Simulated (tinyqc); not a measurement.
Coherent transport through a tight-binding region between two chains, step by step. Computed by tinyqc, a small Python program that keeps every step. Settings: temperature = 300, mu = -0.45. Command: `OMP_NUM_THREADS=1 python tinyqc.py 24090 24091 out.jsonl` (the two numbers bound the seeds that draw the settings). One thread of a shared host (Intel(R) Xeon(R) Processor @ 2.60GHz), about 0.08 s of CPU time with the checks.

## Transmission at E = -0.16 eV

H of the central region (eV):
$$\begin{pmatrix}
0.000000 & -0.690000 & 0.000000 \\
-0.690000 & 0.930000 & -1.110000 \\
0.000000 & -1.110000 & 0.000000
\end{pmatrix}$$

Leads: semi-infinite chains with site energy 0:
```
parameter                           value
lead hopping t (eV)              2.000000
coupling to the left lead (eV)   1.110000
coupling to the right lead (eV)  0.480000
left contact site                       1
right contact site                      3
```

E = -0.160000 eV

Surface Green function g = (E - i sqrt(4 t^2 - E^2)) / (2 t^2); self-energy tc^2 g on each contact site; G = (E - H - Sigma)^(-1); Gamma = -2 Im Sigma; T = Gamma_L Gamma_R |G_LR|^2; local density of states -Im G_ii / pi.

g = -0.020000-0.499600i 1/eV

G (1/eV):
$$\begin{pmatrix}
-0.400681-1.364907i & 0.153024+0.089697i & 0.399339+0.936536i \\
0.153024+0.089697i & 0.110038-0.118919i & 0.913833-0.172533i \\
0.399339+0.936536i & 0.913833-0.172533i & 0.649130-0.751596i
\end{pmatrix}$$

local density of states (1/eV): [0.434463, 0.037853, 0.239240]

transmission = 0.293787

## Transmission across the band

The same steps on a grid of energies.

T(E):
```
E (eV)              T
-3.80000000  0.000006
-3.42000000  0.000033
-3.04000000  0.000105
-2.66000000  0.000311
-2.28000000  0.000979
-1.90000000  0.003625
-1.52000000  0.018728
-1.14000000  0.201461
-0.76000000  0.746058
-0.38000000  0.347271
0.00000000   0.249749
0.38000000   0.129937
0.76000000   0.071091
1.14000000   0.057744
1.52000000   0.096389
1.90000000   0.753450
2.28000000   0.017717
2.66000000   0.002381
3.04000000   0.000520
3.42000000   0.000125
3.80000000   0.000020
```

levels of the isolated region (eV): [-0.922236, 0.000000, 1.852236]

## Current

I = (2e/h) int T(E) [f(E - mu - V/2) - f(E - mu + V/2)] dE at 300 K with mu = -0.45 eV, the bias not changing H; 2e^2/h = 77.48092 microsiemens; the integral runs over the band on 4001 points.

Current:
```
V (volt)  I (microampere)
0.010000         0.291558
0.050000         1.458756
0.100000         2.923585
0.200000         5.896533
0.400000        12.211686
0.800000        27.947733
```
